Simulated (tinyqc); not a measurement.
Sublattice potential against complex hopping: Haldane model. Computed by the program tinyqc. 

Honeycomb lattice:

| parameter | value |
|---|---|
| t1 (eV) | 2.380000 |
| t2 (eV) | 0.240000 |
| phi (rad) | 1.030000 |

H_AA = delta - 2 t2 sum cos(k.b + phi), H_BB = -delta - 2 t2 sum cos(k.b - phi), H_AB = -t1 (1 + exp(-i k.a1) + exp(-i k.a2)), b = a1, a2 - a1, -a2, m = 3 sqrt3 t2 sin(phi); the sign of the Chern number follows the orientation k1 then k2.

Gaps at the two valleys (eV) and Chern number of the lower band (12 x 12 mesh):

| delta | gap 2\|delta - m\| | gap 2\|delta + m\| | Chern number |
|---|---|---|---|
| -1.924 | 5.986 | 1.710 | 0 |
| -1.390 | 4.918 | 0.642 | 0 |
| -0.641 | 3.420 | 0.856 | -1 |
| 0.000 | 2.138 | 2.138 | -1 |
| 0.428 | 1.282 | 2.994 | -1 |
| 0.802 | 0.534 | 3.742 | -1 |
| 1.336 | 0.534 | 4.810 | 0 |
| 2.138 | 2.138 | 6.414 | 0 |

Here |m| = 1.0691 eV. For |delta| < |m| the two valleys have masses of opposite sign and the Chern number is +/-1; one gap closes at |delta| = |m|, and beyond it the band is trivial.
